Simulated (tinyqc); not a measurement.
Plasmons of a degenerate electron gas in the random-phase approximation: one step. The dielectric function at one point. Five cases, with inputs chosen for the exercise.

Problem. Give also the loss function Im(-eb/eps).

Lindhard function: eps(q, E)/eb = 1 + (qTF/q)^2 (f1 + i f2) with z = q/(2 kF), u = E/(hbar vF q), hbar vF = 2 c kF/m; f1 = 1/2 + [h(z - u) + h(z + u)]/(8 z), h(x) = (1 - x^2) ln|(x + 1)/(x - 1)|; f2 = pi u/2 for z + u < 1, (pi/(8 z))(1 - (z - u)^2) for |z - u| < 1 < z + u, else 0. Pairs exist for c (q^2 - 2 q kF)/m < E < c (q^2 + 2 q kF)/m.

Give: z, u; f1, f2; eps/eb; loss function.

Case 1.

Values chosen (out of a larger set: a free-electron density near that of K; not measured data): q = 1.01 1/angstrom (wave vector); E = 5.63 eV (energy transfer).

kF = 0.7473890 1/angstrom
qTF = 1.340997 1/angstrom
hbar vF = 5.695077 eV angstrom

Solution.

z, u: 0.6757  0.9788

f1, f2: -0.0551  0.5278

eps/eb = 0.903+0.930i
loss function = 0.554

The point lies inside the pair continuum, so eps has an imaginary part.

Case 2.

Values chosen (out of a larger set: a free-electron density near that of Al; not measured data): q = 1.12 1/angstrom (wave vector); E = 17.4 eV (energy transfer).

kF = 1.753197 1/angstrom
qTF = 2.053856 1/angstrom
hbar vF = 13.35930 eV angstrom

Solution.

z, u: 0.3194  1.1629

f1, f2: -0.5461  0.3547

eps/eb = -0.836+1.193i
loss function = 0.562

The point lies inside the pair continuum, so eps has an imaginary part.

Case 3.

Values chosen (out of a larger set: a free-electron density near that of K; not measured data): q = 0.278 1/angstrom (wave vector); E = 6.25 eV (energy transfer).

kF = 0.7366337 1/angstrom
qTF = 1.331313 1/angstrom
hbar vF = 5.613123 eV angstrom

Solution.

z, u: 0.1887  4.0053

f1, f2: -0.0216  0.0000

eps/eb = 0.504
loss function = 0.000

The point lies outside the pair continuum: eps is real, and there is loss only on the plasmon line eps = 0.

Case 4.

Values chosen (out of a larger set: a free-electron density near that of Na; not measured data): q = 1.32 1/angstrom (wave vector); E = 7.4 eV (energy transfer).

kF = 0.9153213 1/angstrom
qTF = 1.484025 1/angstrom
hbar vF = 6.974716 eV angstrom

Solution.

z, u: 0.7211  0.8038

f1, f2: 0.1106  0.5409

eps/eb = 1.140+0.684i
loss function = 0.387

The point lies inside the pair continuum, so eps has an imaginary part.

Case 5.

Values chosen (out of a larger set: a free-electron density near that of K; not measured data): q = 0.994 1/angstrom (wave vector); E = 6.55 eV (energy transfer).

kF = 0.7402536 1/angstrom
qTF = 1.334580 1/angstrom
hbar vF = 5.640706 eV angstrom

Solution.

z, u: 0.6714  1.1682

f1, f2: -0.1937  0.4405

eps/eb = 0.651+0.794i
loss function = 0.753

The point lies inside the pair continuum, so eps has an imaginary part.

Computed by tinyqc, one run a case: `OMP_NUM_THREADS=1 python tinyqc.py N N+1 out.jsonl` with N = 1650765, 1650783, 1651169, 1651202, 1651209; one thread of a shared Intel(R) Xeon(R) Processor @ 2.30GHz, about 0.01 s a run at most.
